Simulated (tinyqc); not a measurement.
# AlGaN/GaN HEMT with access regions, lumped model: effect of the share of the drain-access electrons removed by traps

A polarisation-induced electron sheet under a Schottky gate, in series with two ungated access regions and contacts. Drift law v = mu E/(1 + mu E/vs) under the gate. Currents in mA/mm, resistances in ohm mm. No self-heating, no channel-length modulation; fits for polarisation, barrier and offset are chosen for the exercise.

sigma = (5e13 x + 1.6e13 x^2) cm^-2, phiB = 0.84 + 1.3 x, dEc = 0.7 (1.71 x + x^2) in volts, Cb = eps0 eps_r/d, VT = phiB - dEc - q sigma/Cb, access density n0 = -Cb VT/q. Access resistance R(L, n) = L/(q mu n sqrt(1 - (I/(q n vs))^2)); Rs = Rc + R(Ls, n0), Rd = Rc + R(Ld, (1 - ft) n0). Vg' = Vg - I Rs, Vd' = Vd - I (Rs + Rd); with u = Vg' - VT, Vc = vs Lg/mu and w the smaller of Vd' and Vc [sqrt(1 + 2 u/Vc) - 1] (0 if negative), the channel gives (mu Cb/Lg)(u w - w^2/2)/(1 + w/Vc). I equals that channel current. Isat is I at Vd = 10 V, gm = dIsat/dVg, Ron the limit of Vd/I at small Vd.

Parameters, values chosen for the exercise; values close to those of AlGaN/GaN structures:
```
symbol,value,unit,meaning
x,0.15,,aluminium share of the barrier
d,25,nm,barrier thickness
eps_r,9.6,,relative permittivity of barrier and channel
mu,1300,cm^2/(V s),channel mobility
vs,1.5e7,cm/s,saturation velocity
Lg,1,um,gate length
Ls,1.5,um,source access length
Ld,12,um,drain access length
Rc,0.4,ohm mm,resistance of each contact
Vg,-1,V,gate voltage
```

Constants: q = 1.602176634e-19 C, eps0 = 8.8541878128e-14 F/cm where lengths are in cm. Results are converted to the units shown.

The same in every row: VT (V) = -2.864; n0 (cm^-2) = 6.078e12.

Results:
```
ft   Ron (ohm mm)  Isat (mA/mm)  gm (mS/mm)
0           12.68         234.3       172.7
0.1         13.73         234.3       172.7
0.3         16.74         234.3       172.7
0.4         19.00         234.3       172.7
0.5         22.16         234.3       172.7
0.6         26.90         234.3       172.7
0.7         34.80         232.3       63.60
```

Estimate the missing row, ft = 0.2.

Computed row:
```
ft   Ron (ohm mm)  Isat (mA/mm)  gm (mS/mm)
0.2         15.05         234.3       172.7
```

With this row back in the table: As ft goes from 0 to 0.7, Ron rises from 12.7 to 34.8 ohm mm, Isat falls from 234 to 232 mA/mm and gm falls from 173 to 63.6 mS/mm. The ceiling Cb vs is 510 mS/mm. At ft = 0.7 the gated channel is not yet saturated at 10 V, because the access regions take the voltage, and gm drops.

Computed by the program tinyqc: `OMP_NUM_THREADS=1 python tinyqc.py 2570131 2570132 out.jsonl`, one thread of a shared Intel Xeon 2.30GHz, about 0.01 s for the whole run.
